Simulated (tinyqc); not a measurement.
Carrier lifetime of a p-type layer with SRH, radiative, Auger and surface recombination: one step of the calculation.

Uniform excess density dn = dp (no trapping), n = n0 + dn, p = p0 + dn, Boltzmann statistics, full ionisation. Surfaces enter as a rate 2 S dn/d, which holds while diffusion to them is fast.

Question. Equilibrium densities and SRH constants. ni = sqrt(Nc Nv) exp(-Eg/(2 Vt)), Eg in volts; majority density N/2 + sqrt(N^2/4 + ni^2), n0 p0 = ni^2; n1 = Nc exp(-Et/Vt), p1 = Nv exp((Et - Eg)/Vt); tn0 = 1/(sn vth Nt), tp0 = 1/(sp vth Nt).

Parameters, values chosen for the exercise; band and dielectric values close to those of 4H silicon carbide:

| symbol | value | unit | meaning |
|---|---|---|---|
| T | 350 | K | temperature |
| Eg | 3.31 | eV | band gap |
| Nc | 2.18e19 | cm^-3 | conduction-band density of states at T |
| Nv | 3.1e19 | cm^-3 | valence-band density of states at T |
| N | 3.1e15 | cm^-3 | acceptor density |
| Nt | 5.7e13 | cm^-3 | trap density |
| sn | 2e-15 | cm^2 | capture cross-section for electrons |
| sp | 9e-17 | cm^2 | capture cross-section for holes |
| vth | 1.6e7 | cm/s | thermal velocity (both carriers) |
| Et | 0.73 | eV | trap level below the conduction band |

Constants: q = 1.602176634e-19 C, kB = 1.380649e-23 J/K, Vt = kB T/q. Results are converted to the units shown.

Find: ni; n0; p0; n1; p1; tn0; tp0.

Answer.

ni = 3.8367e-5 cm^-3
n0 = 4.7485e-25 cm^-3
p0 = 3.1000e15 cm^-3
n1 = 6.7130e8 cm^-3
p1 = 2.1928e-18 cm^-3
tn0 = 5.4825e-7 s
tp0 = 1.2183e-5 s

Numbers from tinyqc (`OMP_NUM_THREADS=1 python tinyqc.py 2300017 2300018 out.jsonl`; about 0.01 s on one thread of a shared Intel Xeon 2.30GHz).
